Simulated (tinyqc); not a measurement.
Worked calculation: carrier statistics of a doped semiconductor with parabolic bands. Values are carried at full precision from step to step, so a last printed digit may differ when a step is redone from the rounded ones.

Constants: kB = 8.617333262e-05 eV/K; hbar^2/2m0 = 3.80998211 eV angstrom^2.

Values chosen for the exercise (near those of GaN; shifted at random, so the results belong to these values and not to a real crystal): Eg0 = 3.514 eV (gap at 0 K); al = 0.000892 eV/K (Varshni alpha); be = 842 K (Varshni beta); T = 350 K; ml = 0.194 m0 (longitudinal electron mass); mt = 0.194 m0 (transverse electron mass); Mv = 1 (equivalent valleys); mhh = 1.33 m0 (heavy-hole mass); mlh = 0.282 m0 (light-hole mass); ND = 3.2e+17 1/cm^3 (donors); NA = 4.4e+18 1/cm^3 (acceptors); ED = 0.0216 eV (donor level below Ec); EA = 0.183 eV (acceptor level above Ev).

## Gap and thermal energy

Eg(T) = Eg0 - al T^2/(T + be) (Varshni).

Eg = 3.42233 eV
kT = 0.030161 eV

The gap has shrunk by 91.7 meV from 0 K and is 113.5 kT wide.

## Effective densities of states

m_de = Mv^(2/3) (ml mt^2)^(1/3); m_dh = (mhh^(3/2) + mlh^(3/2))^(2/3); N = 2 (m kB T/(4 pi c))^(3/2) with c = hbar^2/2m0, in 1/angstrom^3; times 1e24 for 1/cm^3.

m_de = 0.1940 m0
m_dh = 1.4152 m0
Nc = 2.7021e+18 1/cm^3
Nv = 5.3239e+19 1/cm^3

The light holes supply 8.9 % of Nv, and Nc/Nv = 0.0508.

## Intrinsic density and level

With Boltzmann statistics ni = sqrt(Nc Nv) exp(-Eg/2kT) and Ei = Eg/2 + (kT/2) ln(Nv/Nc), counted from Ev.

ni = 2.75e-06 1/cm^3
Ei = 1.7561 eV

Ei lies 45.0 meV above midgap, towards the band with the smaller density of states.

## Neutrality by bisection

Energies are counted from Ev, so Ec = Eg. n = Nc F_1/2((EF - Eg)/kT), p = Nv F_1/2(-EF/kT), ND+ = ND/(1 + 2 exp((EF - Eg + ED)/kT)), NA- = NA/(1 + 4 exp((EA - EF)/kT)); neutrality asks p + ND+ = n + NA-. F_j(eta) = (1/Gamma(j + 1)) integral_0^infinity x^j dx/(1 + exp(x - eta)), which tends to exp(eta) for eta << 0.

Start from the bracket [-0.2 eV, Eg + 0.2 eV]; at the midpoint EF take the sign of p + ND+ - n - NA-; where it is positive EF must rise. Fourteen steps are shown.

Bisection (eV, 1/cm^3):
```
step       low     high       EF         n         p       ND+       NA-  sign
1     -0.20000  3.62233  1.71117  6.19e-07  1.22e-05  3.20e+17  4.40e+18     -
2     -0.20000  1.71117  0.75558  1.08e-20  7.02e+08  3.20e+17  4.40e+18     -
3     -0.20000  0.75558  0.27779  1.42e-27  5.32e+15  3.20e+17  3.75e+18     -
4     -0.20000  0.27779  0.03890  5.16e-31  1.34e+19  3.20e+17  9.24e+15     +
5      0.03890  0.27779  0.15834  2.71e-29  2.79e+17  3.20e+17  4.37e+17     +
6      0.15834  0.27779  0.21807  1.96e-28  3.86e+16  3.20e+17  1.96e+18     -
7      0.15834  0.21807  0.18821  7.28e-29  1.04e+17  3.20e+17  1.01e+18     -
8      0.15834  0.18821  0.17327  4.44e-29  1.70e+17  3.20e+17  6.75e+17     -
9      0.15834  0.17327  0.16581  3.47e-29  2.18e+17  3.20e+17  5.45e+17     -
10     0.15834  0.16581  0.16208  3.06e-29  2.46e+17  3.20e+17  4.89e+17     +
11     0.16208  0.16581  0.16394  3.26e-29  2.32e+17  3.20e+17  5.16e+17     +
12     0.16394  0.16581  0.16488  3.36e-29  2.25e+17  3.20e+17  5.30e+17     +
13     0.16488  0.16581  0.16534  3.41e-29  2.21e+17  3.20e+17  5.38e+17     +
14     0.16534  0.16581  0.16558  3.44e-29  2.19e+17  3.20e+17  5.41e+17     -
```

Each step halves the bracket, which is 0.467 meV wide at the last row.

## The neutral state

Solve the neutrality condition for EF to convergence.

EF = 0.1655 eV
n = 3.43e-29 1/cm^3
p = 2.20e+17 1/cm^3
ND+ = 3.20e+17 1/cm^3
NA- = 5.40e+17 1/cm^3

The material is p-type; 12.3 % of the acceptors are ionised. EF lies 5.49 kT inside the gap from the valence edge, so Boltzmann statistics would serve; n p/(Nc Nv exp(-Eg/kT)) = 0.999.

## Checks

- F_1/2(1) by the trapezoid rule against adaptive quadrature: both 1.575641.
- Positive against negative charge at the solution (1/cm^3): both 5.40076e+17.

Computed by tinyqc, a small Python program: `OMP_NUM_THREADS=1 python tinyqc.py 1651057 1651058 out.jsonl` (the numbers bound the seed that draws the inputs); one thread of a shared host (Intel(R) Xeon(R) Processor @ 2.30GHz), about 0.01 s for the whole set of steps.
